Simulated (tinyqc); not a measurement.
# Changing the base doping at the emitter edge N_0

Model: minority-electron transport through the base of a bipolar transistor (Moll-Ross and Kroemer integrals). Computed by tinyqc, a small Python program. Command: `OMP_NUM_THREADS=1 python tinyqc.py 3013398 3013399 out.jsonl base sweep`. One thread of a shared host (Intel(R) Xeon(R) Processor @ 2.30GHz), about 0.01 s of CPU time with the checks.

Low injection, one dimension, x from the emitter edge (0) to the collector edge (W), s = x/W. Recombination is treated as a small correction (valid for tau_B well below tau_n), computed from the stored charge.

Inputs (values chosen for the exercise, modelled on silicon): intrinsic density n_i at the emitter edge = 9.6e+09 1/cm^3; base width W = 110 nm; mu_min = 160 cm^2/(V s); mu_max = 1380 cm^2/(V s); N_ref = 9e+16 1/cm^3; saturation velocity v_s = 0.7 1e7 cm/s; electron lifetime tau_n = 7.7 ns; emitter Gummel number G_E = 8.9e+13 s/cm^4; base-emitter voltage V_BE = 0.71 V; temperature T = 300 K; doping ratio N_0/N(W) = 10.

Base doping profile: exponential. Gap grading: none. Exit of the base: infinite sink.

Constants: k_B = 8.617333262e-05 eV/K; e = 1.602176634e-19 C.

Method:
- N(x) = N_0 (ratio)^(-s); n_i(x) = n_i; D(x) = (k_B T/e) mu, mu = mu_min + (mu_max - mu_min)/(1 + (N/N_ref)^0.7).
- With y(x) = N n_i^2/(D n_i(x)^2): base Gummel number G_B = int_0^W y dx; J_C = e n_i^2 exp(e V_BE/k_B T)/G_B; n(x) = (J_C/e)(n_i(x)^2/(N n_i^2)) [int_x^W y dx]; transit time tau_B = (e/J_C) int n dx; trapezoid rule on 401 even points.
- Emitter-limited gain beta_E = G_E/G_B; recombination-limited gain beta_R = tau_n/tau_B; 1/beta = 1/beta_E + 1/beta_R; f_T from the base alone = 1/(2 pi tau_B).

One run for each value; columns: (1) base doping at the emitter edge N_0 (1/cm^3); (2) current gain beta; (3) collector current density J_C (A/cm^2); (4) base transit time tau_B (ps); (5) beta_E; (6) beta_R:
```
(1)              (2)         (3)     (4)         (5)     (6)
2.00e+17  1.4531e+03  2.7790e+02  1.4092  1.9795e+03  5464.2
4.30e+17  6.2609e+02  1.0221e+02  1.7221  7.2804e+02  4471.2
9.50e+17  2.3605e+02  3.5539e+01  2.2031  2.5314e+02  3495.1
2.10e+18  8.5731e+01  1.2433e+01  2.8669  8.8558e+01  2685.8
4.50e+18  3.2735e+01  4.6682e+00  3.6573  3.3252e+01  2105.4
9.70e+18  1.2830e+01  1.8149e+00  4.5331  1.2928e+01  1698.6
2.10e+19  5.2124e+00  7.3445e-01  5.3879  5.2315e+00  1429.1
4.60e+19  2.1720e+00  3.0546e-01  6.1304  2.1758e+00  1256.0
1.00e+20  9.4128e-01  1.3226e-01  6.6920  9.4205e-01  1150.6
```

Describe and explain the trends.

Over the rows, current gain beta falls from 1450 to 0.941 (exponent d ln y / d ln x between -1.3 and -1.1); collector current density J_C (A/cm^2) falls from 278 to 0.132 (exponent d ln y / d ln x -1.3 between the first rows and -1.1 between the last); base transit time tau_B (ps) rises from 1.41 to 6.69 (exponent d ln y / d ln x 0.26 between the first rows and 0.11 between the last). Gap narrowing by heavy doping and the fall of the lifetime with N are left out; both matter at the high end.

Caution (rows 2.00e17): the mean velocity exceeds v_s, so drift-diffusion with a low-field mobility overstates the speed. Caution (rows 1.00e20): a current gain below 1 is far from a working transistor: the base is too heavily doped or too wide for this emitter and lifetime.
